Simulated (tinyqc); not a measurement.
Formation energy of a charged point defect from supercell energies. The same raw energies corrected as if they came from other cell sizes. Computed by tinyqc, a small Python program. Command: `OMP_NUM_THREADS=1 python tinyqc.py 3005827 3005828 out.jsonl formation sweep`. One thread of a shared host (Intel(R) Xeon(R) Processor @ 2.30GHz), about 0.01 s of CPU time with the checks.

The host is a compound AB. Making the defect adds n_A = 1, n_B = -1 atoms to the cell. All total energies are inputs. E_F is counted from the valence-band maximum (VBM); x = 0 is A-rich and x = 1 B-rich growth.

Inputs (values chosen for the exercise, for a model compound AB):
```
quantity                      value   unit
gap E_g                         1.3     eV
E_VBM of the host cell        3.619     eV
potential alignment dV       -0.032     eV
dielectric constant eps        15.2      -
mu_A of the pure element     -4.281     eV
mu_B of the pure element     -5.118     eV
formation enthalpy dH of AB   -1.05     eV
growth condition x             0.83      -
Fermi level E_F               0.731     eV
temperature T                   600      K
site density N_s              5e+22  cm^-3
```

Defect: A on a B site. Supercell lattice: bcc.

charge states q: 0  -1  -2  -3

E(defect, q) - E(host), in the order of q (eV): 2.657  6.757  10.786  14.395

Constants: e^2/(4 pi eps_0) = 14.39964548 eV angstrom; k_B = 8.617333262e-05 eV/K.

Method:
- dmu_A = x dH and dmu_B = (1 - x) dH, so that dmu_A + dmu_B = dH; mu = mu(element) + dmu.
- The reservoir term is sum n_i mu_i.
- Image-charge correction of a point charge in a neutralising background: E_corr = q^2 alpha e^2/(4 pi eps_0) / (2 eps L), alpha = 2.888462 for a bcc array with L the cube root of the volume.
- E_f(q, E_F) = [E(defect, q) - E(host)] - sum n_i mu_i + q (E_VBM + dV + E_F) + E_corr(q).
- eps(q/q-1) = E_f(q - 1, 0) - E_f(q, 0).
- E_f(q, E_F) = E_f(q, 0) + q E_F.
- c_q = N_s exp(-E_f(q, E_F)/k_B T), with all degeneracy factors one and no vibrational entropy.

One run for each value:
```
cell length L (angstrom)  level (0/-1) (eV)  level (-2/-3) (eV)  lowest formation energy (eV)
8                                   0.68402             0.87712                        2.4660
11                                  0.63738             0.64390                        2.4164
14                                  0.61073             0.51064                        2.1765
17                                  0.59348             0.42441                        2.0213
21                                  0.57815             0.34776                        1.8834
24                                  0.57001             0.30704                        1.8101
27                                  0.56367             0.27537                        1.7531
30                                  0.55861             0.25003                        1.7075
```

Over the rows, level (0/-1) (eV) falls from 0.684 to 0.559 (exponent d ln y / d ln x -0.22 between the first rows and -0.086 between the last); level (-2/-3) (eV) falls from 0.877 to 0.250 (exponent d ln y / d ln x -0.97 between the first rows and -0.92 between the last); lowest formation energy (eV) falls from 2.47 to 1.71 (exponent d ln y / d ln x -0.064 between the first rows and -0.25 between the last). The correction falls as 1/L, so the levels tend to their raw, aligned values.

Caution (all rows): the largest image-charge correction in these energies, q^2 alpha e^2/(8 pi eps_0 eps L) with alpha = 2.888462, exceeds a quarter of the gap; the point-charge term alone is then a rough estimate, usually too large for a charge that is spread out. Caution (all rows): the one-electron levels are out of order (negative U): at least one middle charge state is skipped, and the transition past it moves two or more electrons at once.

Extremes, crossings and ranges named in words are read from the listed rows.
